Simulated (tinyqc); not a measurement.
# Minority-electron transport through the base of a bipolar transistor (Moll-Ross and Kroemer integrals), step by step

A worked calculation. Computed by tinyqc, a small Python program that keeps every step. Command: `OMP_NUM_THREADS=1 python tinyqc.py 3018633 3018634 out.jsonl base walk`. One thread of a shared host (Intel(R) Xeon(R) Processor @ 2.30GHz), about 0.01 s of CPU time with the checks. Intermediate numbers are printed to about 6 digits and carried at full precision; extremes and crossings named in words are read from the listed rows.

Low injection, one dimension, x from the emitter edge (0) to the collector edge (W), s = x/W. Recombination is treated as a small correction (valid for tau_B well below tau_n), computed from the stored charge.

Inputs (values chosen for the exercise, modelled on silicon):

| quantity | value | unit |
|---|---|---|
| intrinsic density n_i at the emitter edge | 9.9e+09 | 1/cm^3 |
| base doping at the emitter edge N_0 | 4.5e+19 | 1/cm^3 |
| base width W | 230 | nm |
| mu_min | 170 | cm^2/(V s) |
| mu_max | 1350 | cm^2/(V s) |
| N_ref | 1.8e+17 | 1/cm^3 |
| saturation velocity v_s | 1 | 1e7 cm/s |
| electron lifetime tau_n | 20 | ns |
| emitter Gummel number G_E | 5.1e+13 | s/cm^4 |
| base-emitter voltage V_BE | 0.76 | V |
| temperature T | 300 | K |
| doping ratio N_0/N(W) | 29 | - |
| gap narrowing across the base dE_g | 160 | meV |

Base doping profile: Gaussian. Gap grading: linear. Exit of the base: infinite sink.

Constants: k_B = 8.617333262e-05 eV/K; e = 1.602176634e-19 C.

## Profile and built-in field

N(x) = N_0 (ratio)^(-s^2); n_i(x)^2 = n_i^2 exp(s dE_g/k_B T); D(x) = (k_B T/e) mu, mu = mu_min + (mu_max - mu_min)/(1 + (N/N_ref)^0.7). Field that drives electrons towards the collector, averaged over the base: (k_B T/e) ln[N_0 n_i(W)^2/(N(W) n_i^2)]/W.

Across the base:

| s | N (1/cm^3) | n_i(x)^2/n_i^2 | D (cm^2/s) | y (s/cm^5) |
|---|---|---|---|---|
| 0.0 | 4.50000e+19 | 1.00000e+00 | 5.02118 | 8.96204e+18 |
| 0.2 | 3.93293e+19 | 3.44807e+00 | 5.08171 | 2.24456e+18 |
| 0.4 | 2.62560e+19 | 1.18892e+01 | 5.29960 | 4.16710e+17 |
| 0.6 | 1.33890e+19 | 4.09948e+01 | 5.81906 | 5.61264e+16 |
| 0.8 | 5.21528e+18 | 1.41353e+02 | 7.03516 | 5.24443e+15 |
| 1.0 | 1.55172e+18 | 4.87396e+02 | 9.92387 | 3.20813e+14 |

drift factor eta (potential drop in k_B T/e) = 9.55637

mean built-in field = 10.7414 kV/cm

## Collector current and transit time

With y(x) = N n_i^2/(D n_i(x)^2): base Gummel number G_B = int_0^W y dx; J_C = e n_i^2 exp(e V_BE/k_B T)/G_B; n(x) = (J_C/e)(n_i(x)^2/(N n_i^2)) [int_x^W y dx]; transit time tau_B = (e/J_C) int n dx; trapezoid rule on 401 even points.

base Gummel number G_B = 2.89340e+13 s/cm^4

collector current density J_C = 3.17695 A/cm^2

base transit time tau_B = 8.64122 ps

share of the exit term in G_B = 0 %

mean velocity W/tau_B = 0.266166 1e7 cm/s

Plain diffusion with the D of the emitter edge would take W^2/(2D) = 52.7 ps, 6.10 times the result.

## Gain and speed

Emitter-limited gain beta_E = G_E/G_B; recombination-limited gain beta_R = tau_n/tau_B; 1/beta = 1/beta_E + 1/beta_R; f_T from the base alone = 1/(2 pi tau_B).

beta_E = 1.76263

beta_R = 2314.49

current gain beta = 1.76129

f_T from the base alone = 18.4181 GHz

The gain is limited mainly by hole injection into the emitter (100 % of the base current).

## What grading buys

The formulas are those given above.

The same base with other gradings:

| dE_g (meV) | dE_g/k_B T | G_B (s/cm^4) | J_C gain | tau_B (ps) | speed gain |
|---|---|---|---|---|---|
| 0 | 0.0000 | 9.34609e+13 | 1.00000 | 19.7075 | 1.00000 |
| 25 | 0.9670 | 7.24362e+13 | 1.29025 | 16.5754 | 1.18896 |
| 50 | 1.9341 | 5.80740e+13 | 1.60934 | 14.2382 | 1.38413 |
| 75 | 2.9011 | 4.78894e+13 | 1.95160 | 12.4440 | 1.58369 |
| 100 | 3.8682 | 4.04217e+13 | 2.31215 | 11.0322 | 1.78637 |
| 150 | 5.8023 | 3.04124e+13 | 3.07312 | 8.9673 | 2.19771 |
| 200 | 7.7363 | 2.41507e+13 | 3.86990 | 7.5399 | 2.61376 |
| 300 | 11.6045 | 1.69214e+13 | 5.52325 | 5.7085 | 3.45234 |

At 100 meV J_C rises by a factor 2.31 and the transit is 1.79 times faster; at 300 meV the factors are 5.52 and 3.45. For a uniform base without exit term both tend to be linear in dE_g/k_B T, J_C as x/(1 - exp(-x)) and the speed as x/2.

Checks made by the program: Gummel integral against a 60-point Gauss rule (relative difference 3e-06).
